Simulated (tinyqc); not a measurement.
Short-channel transistor, virtual-source model with series resistance: effect of the velocity at the virtual source on the on and off currents.

The current per gate width is the charge at the top of the source barrier (the virtual source) times its velocity times a saturation function; al and be are fitting constants of the model. Units: I in uA/um, Rs in ohm um, so I Rs = 1e-6 I Rs in volts; Q in uC/cm^2, so I = 1e-4 Q vx0 Fsat with vx0 in cm/s.

Intrinsic voltages Vg' = Vgs - I Rs, Vd' = Vds - 2 I Rs. n = n0 + nd Vd', VT = VT0 - dl Vd', Ff = 1/(1 + exp((Vg' - VT + al Vt/2)/(al Vt))), Q = Cinv n Vt ln(1 + exp((Vg' - VT + al Vt Ff)/(n Vt))), Vdsat = (vx0 L/mu)(1 - Ff) + Vt Ff, Fsat = u/(1 + u^be)^(1/be) with u = Vd'/Vdsat, and I = Q vx0 Fsat per width. I is solved self-consistently. Ion is I at Vgs = Vds = 0.6 V, Ioff at Vgs = 0, Vds = 0.6 V, and Rlin = Vds/I at Vgs = 0.6 V, Vds = 0.05 V.

Values chosen for this exercise: temperature T = 325 K; inversion capacitance Cinv = 3.08 uF/cm^2; apparent mobility mu = 110 cm^2/(V s); channel length L = 12 nm; threshold at zero drain voltage VT0 = 0.353 V; drain-induced barrier lowering dl = 0.199 V/V; subthreshold factor n0 = 1.17; growth of n with drain voltage nd = 0.1 1/V; threshold shift (in units of Vt) from weak to strong inversion al = 3.5; sharpness of saturation be = 2; series resistance of each contact Rs = 90 ohm um.

Constants: q = 1.602176634e-19 C, kB = 1.380649e-23 J/K, Vt = kB T/q. Results are converted to the units shown.

Result of one run:
```
vx0 (cm/s)	Ion (uA/um)	Ioff (nA/um)	log10(Ion/Ioff)	Rlin (ohm um)
5e6	473.8	704.3	2.828	334.9
```

What becomes of these results when the velocity at the virtual source vx0 is changed from 5e6 to 1e7 cm/s, all else the same?

Result of the changed run:
```
vx0 (cm/s)	Ion (uA/um)	Ioff (nA/um)	log10(Ion/Ioff)	Rlin (ohm um)
1e7	806.3	1404	2.759	323.6
```

The whole series:
```
vx0 (cm/s)	Ion (uA/um)	Ioff (nA/um)	log10(Ion/Ioff)	Rlin (ohm um)
5e6	473.8	704.3	2.828	334.9
7.1e6	627.7	998.8	2.798	327.4
1e7	806.3	1404	2.759	323.6
1.4e7	999.6	1961	2.707	321.6
2e7	1202	2791	2.634	320.4
2.8e7	1363	3886	2.545	319.8
4e7	1484	5503	2.431	319.4
```

As vx0 goes from 5e6 to 4e7 cm/s, Ion rises from 474 to 1480 uA/um, Ioff rises from 704 to 5500 nA/um and Rlin falls from 335 to 319 ohm um. Ion changes by a factor of 3.13 and Ioff by 7.81. For vx0 = 1e7 to 4e7 cm/s the off current passes 1 uA/um, so the device is hardly off at Vgs = 0.

Computed by the program tinyqc: `OMP_NUM_THREADS=1 python tinyqc.py 2380154 2380155 out.jsonl`, one thread of a shared Intel Xeon 2.30GHz, about 0.02 s for the whole run.
